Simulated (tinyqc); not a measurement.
Quantum against classical capture: non-radiative capture by multiphonon emission, one effective mode. Computed by tinyqc, a small Python program. Command: `OMP_NUM_THREADS=1 python tinyqc.py 3029938 3029939 out.jsonl capture walk`. One thread of a shared host (Intel(R) Xeon(R) Processor @ 2.30GHz), about 0.01 s of CPU time with the checks.

The initial state (free carrier plus empty centre) lies dE above the final state; both have the same frequency and are displaced by dQ.

Inputs (values chosen for the exercise, with mass, screening and phonons like those of germanium): energy released dE = 0.249 eV; phonon energy hbar omega = 35 meV; Huang-Rhys factor S = 2.19; electron-phonon coupling W = 0.013 eV/(u^(1/2) angstrom); cell volume V = 2420 angstrom^3; degeneracy g = 1; broadening b = 29 meV; temperature T = 77 K.

Centre: neutral.

Constants: hbar^2/u = 4.18015928e-03 eV angstrom^2; k_B = 8.617333262e-05 eV/K; hbar = 6.582119569e-16 eV s.

Method:
- dQ = sqrt(2 S (hbar^2/u)/hbar omega); relaxation energy lambda = S hbar omega; phonons needed P = dE/hbar omega; classical barrier E_b = (dE - lambda)^2/(4 lambda); occupation n = 1/(exp(hbar omega/k_B T) - 1).
- M_p = sum_m w_m <m_i|Q|(m + p)_f>^2 with Q counted from the final minimum and Boltzmann weights w_m for m = 0..24; <m_i|Q|k_f> = sqrt((hbar^2/u)/(2 hbar omega)) [sqrt(k) <m|k-1> + sqrt(k+1) <m|k+1>], with overlaps of oscillators displaced by d = sqrt(2 S) summed on 1500 points from -16 to 16 + d.
- The delta function is a Gaussian of standard deviation b at dE - p hbar omega.
- C_0 = V (2 pi/hbar) g W^2 sum_p M_p Gaussian_p. Here the sum runs over all p.
- Classical (Marcus) form: replace the sum by Q_c^2 exp(-E_b/k_B T)/sqrt(4 pi lambda k_B T), Q_c = dQ (dE + lambda)/(2 lambda).
- For a neutral centre the Sommerfeld factor is 1.
- The last column is -k_B d ln C_0/d(1/T) from this row and the one above.

dQ = 0.723268 u^(1/2) angstrom

lambda = 0.07665 eV

classical barrier E_b = 0.0968836 eV

Against temperature:
```
T (K)  C_0, quantum (cm^3/s)  C_0, classical (cm^3/s)  Sommerfeld factor  activation energy (eV)
32                1.6127e-09               9.8607e-23                  1                       -
61                1.6183e-09               1.2819e-15                  1              2.0425e-05
100               1.6910e-09               1.3252e-12                  1              5.9231e-04
160               2.0085e-09               7.0995e-11                  1              3.9537e-03
240               2.7066e-09               6.0313e-10                  1              1.2338e-02
370               4.1634e-09               2.5190e-09                  1              2.5350e-02
570               6.4779e-09               5.8943e-09                  1              4.0170e-02
890               9.3057e-09               9.5867e-09                  1              4.9485e-02
```

What does the comparison show, and why?

At 32.0 K the quantum value is 1.6e13 times the classical one: C_0 comes from tunnelling out of the lowest level and hardly depends on T. At 890 K the ratio is 0.97. The largest apparent activation energy is 0.049 eV against the classical barrier of 0.097 eV, so an Arrhenius fit understates the barrier, through tunnelling and the broadening b at low T and the T^(-1/2) prefactor at high T.

Extremes, crossings and ranges named in words are read from the listed rows.
